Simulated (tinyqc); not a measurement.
# Worked calculation: MOSFET in saturation, small-signal circuit and noise

Numbers from tinyqc (`OMP_NUM_THREADS=1 python tinyqc.py 2150038 2150039 out.jsonl`; about 0.01 s on one thread of a shared Intel Xeon 2.30GHz). Printed values are rounded.

Bias by the inversion coefficient IC = I/Ispec (charge-based model with velocity saturation; weak inversion below 0.1, strong above 10). Common-source circuit: gm, gds, Cgs, Cgd and Cj at the inner nodes, Rg in series with the gate; quasi-static, no source or drain resistance, no gate-body capacitance, no substrate network, no induced gate noise, so fmax is an upper estimate.

Inputs (values chosen for the exercise):
```
symbol,value,unit,meaning
T,273,K,temperature
L,90,nm,gate length
W,20,um,total gate width
Cox,1.54,uF/cm^2,gate capacitance
mu,430,cm^2/(V s),mobility
n,1.32,,slope factor
Ls,20,nm,velocity-saturation length
sg,0.027,,ratio gds/gm
Cov,0.28,fF/um,overlap and fringe capacitance per side
Cj,0.3,fF/um,drain junction capacitance
Rsh,10,ohm,sheet resistance of the gate
Wf,0.5,um,finger width
Rc,100,ohm um,gate contact and vertical resistance
IC,1.1,,inversion coefficient
gw,0.08,,short-channel excess of the noise factor
Nt,2.3e17,cm^-3 eV^-1,oxide trap density
lt,0.1,nm,tunnelling length into the oxide
ac,1000,V s/C,Coulomb scattering coefficient
f,7,GHz,signal frequency
```

Constants: q = 1.602176634e-19 C, kB = 1.380649e-23 J/K, Vt = kB T/q. Results are converted to the units shown.

Range of the model: fmax exceeds 4 fT, where channel resistance and substrate losses, left out here, would cap it.

## Current, transconductance and gain

Ispec = 2 n mu Cox (W/L) Vt^2, lc = Ls/L, gms = [sqrt((lc IC + 1)^2 + 4 IC) - 1]/[2 + lc (lc IC + 1)], gm = gms Ispec/(n Vt), gds = sg gm.

Ispec = 215.0065 uA
I = 236.5072 uA
gms = 0.6320916
gm = 4.376452 mS
gds = 0.1181642 mS
gm/I = 18.50452 1/V

gm/I is 57.5 % of its weak-inversion limit 1/(n Vt); without velocity saturation (lc = 0) gms would be 0.662.

## Capacitances, gate resistance and cut-off frequencies

qs = [sqrt(1 + 4 IC) - 1]/2, Cgs = Cox W L qs (2 qs + 3)/(3 (qs + 1)^2) + Cov W, Cgd = Cov W, Cd = Cj W, Rg = Rsh (Wf/L)/(12 Nf) + Rc/W with Nf = W/Wf fingers (not rounded) contacted at both ends. fT = gm/(2 pi (Cgs + Cgd)), fmax = fT/(2 sqrt(Rg (gds + 2 pi fT Cgd))).

Cgs = 15.17455 fF
Cgd = 5.6 fF
Cd = 6 fF
Rg = 5.115741 ohm
fT = 33.52823 GHz
fmax = 205.7352 GHz

Overlap and fringe make up 53.9 % of the gate capacitance; fmax is 6.14 times fT.

## Admittance matrix

Inner admittances at w = 2 pi f: y11 = i w (Cgs + Cgd), y12 = -i w Cgd, y21 = gm - i w Cgd, y22 = gds + i w (Cgd + Cd). Invert to Z, add Rg to Z11 and invert back to Y.

inner y (mS):
```
                    1                   2
1  0.000000+0.913713i  0.000000-0.246301i
2  4.376452-0.246301i  0.118164+0.510195i
```

Y with Rg (mS):
```
                    1                    2
1  0.004271+0.913693i  -0.001151-0.246295i
2  4.375205-0.266752i   0.118500+0.515707i
```

## Current gain and unilateral power gain

|h21| = |Y21/Y11|; U = |Y21 - Y12|^2/(4 [Re Y11 Re Y22 - Re Y12 Re Y21]). Extrapolated at 20 dB a decade: f |h21| and f sqrt(U).

|h21| = 4.797327
U = 863.8157
f |h21| = 33.58129 GHz
f sqrt(U) = 205.7352 GHz

f |h21| is 0.16 % above the formula for fT, and f sqrt(U) within 0.01 % of that for fmax.

## Noise at the gate

Channel noise Sid = 4 kB T gam n gm with gam = (1/2 + (2/3) qs)/(1 + qs) + gw lc IC, qs = [sqrt(1 + 4 IC) - 1]/2, lc = Ls/L (the last term an empirical rise with velocity saturation); at the gate, white noise Sw = Sid/gm^2 + 4 kB T Rg. Number fluctuation with correlated mobility: S(f) = K/f, K = q^2 Vt lt Nt/(W L Cox^2) (1 + ac mu Cox I/gm)^2, Vt in eV with Nt per eV. Corner fc = K/Sw. Full shot noise would be 2 q I.

gam = 0.5859351
Sid = 5.103306e-23 A^2/Hz
Sid/(2 q I) = 0.6733903
sqrt(Sw) = 1.655770 nV/Hz^0.5
K = 3.490681e-11 V^2
fc = 12.73239 MHz

The gate resistance gives 2.8 % of the white noise power.
